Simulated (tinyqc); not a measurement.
What each integral does: Slater-Koster d bands of an fcc metal.

Parameters, chosen for this exercise (out of a larger set: of the size met in Cu; not measured data): dds = -0.348 eV (dd sigma); ddp = 0.171 eV (dd pi); ddd = -0.042 eV (dd delta).

Levels at Gamma, E(t2g) = 3 dds + 4 ddp + 5 ddd, E(eg) = 1.5 dds + 6 ddp + 4.5 ddd, and W = sqrt(12 mu2), the width of a rectangular band with the same second moment mu2 = z (dds^2 + 2 ddp^2 + 2 ddd^2)/5, z = 12.

Results for these values:
```
case  t2g (eV)  eg (eV)  W (eV)
base   -0.5700   0.3150  2.2965
```

What happens to each result for dds = -0.4002 eV, all else kept?

Answer: t2g falls from -0.5700 to -0.7266; eg falls from 0.3150 to 0.2367; W rises from 2.2965 to 2.5295.

The same for each parameter in turn:
```
case              t2g (eV)  eg (eV)  W (eV)
base               -0.5700   0.3150  2.2965
dds = -0.4002 eV   -0.7266   0.2367  2.5295
ddp = 0.1966 eV    -0.4676   0.4686  2.4116
ddd = -0.0483 eV   -0.6015   0.2867  2.3036
```

The ratio of the shifts of t2g and eg names the integral: 3 : 1.5 for dds, 4 : 6 for ddp, 5 : 4.5 for ddd.

(tinyqc, `OMP_NUM_THREADS=1 python tinyqc.py 1450489 1450490 out.jsonl`, Intel(R) Xeon(R) Processor @ 2.30GHz, 1 thread, shared host, about 0.06 s.)
